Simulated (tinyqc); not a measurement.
Millisecond and nanosecond annealing: surface heating, thermal budget and solid-phase regrowth: one step, computed by the program tinyqc. Command: `OMP_NUM_THREADS=1 python tinyqc.py 3025779 3025780 out.jsonl flash walk`. One thread of a shared host (Intel(R) Xeon(R) Processor @ 2.30GHz), about 0.02 s of CPU time with the checks.

A square pulse heats the surface of a thick wafer with constant thermal properties; losses by radiation are neglected and silicon melts at 1414 C.

Problem. Peak temperature. Absorbed flux q = (1 - R) fluence/t_p; kappa = k/c. With f(z, t) = (2 q/k) sqrt(kappa t) ierfc(z/(2 sqrt(kappa t))), ierfc(x) = exp(-x^2)/sqrt(pi) - x erfc(x): T = T0 + f(z, t) during the pulse and T0 + f(z, t) - f(z, t - t_p) after it. At the surface the rise at the end of the pulse is 2 q sqrt(t_p/(pi k c)); the fluence that just melts the surface scales with (1414 - T0).

Inputs (values chosen for the exercise, modelled on hot silicon with phosphorus):
```
quantity                      value        unit
incident fluence               0.65      J/cm^2
pulse length t_p            1.4e-07           s
reflectance R                  0.56           -
thermal conductivity k         0.27    W/(cm K)
heat capacity per volume c     2.36  J/(cm^3 K)
preheat temperature T0          200           C
```

Source: pulsed laser.

Give: absorbed flux q; kappa; thermal length sqrt(kappa t_p); peak temperature; fluence at the melting threshold.

Solution.

absorbed flux q = 2.0429e+06 W/cm^2

kappa = 0.11441 cm^2/s

thermal length sqrt(kappa t_p) = 1.2656 um

peak temperature = 1280.5 C

fluence at the melting threshold = 0.73032 J/cm^2

Caution: cold silicon conducts heat several times better than the constant k used here, so the real melting fluence is higher.
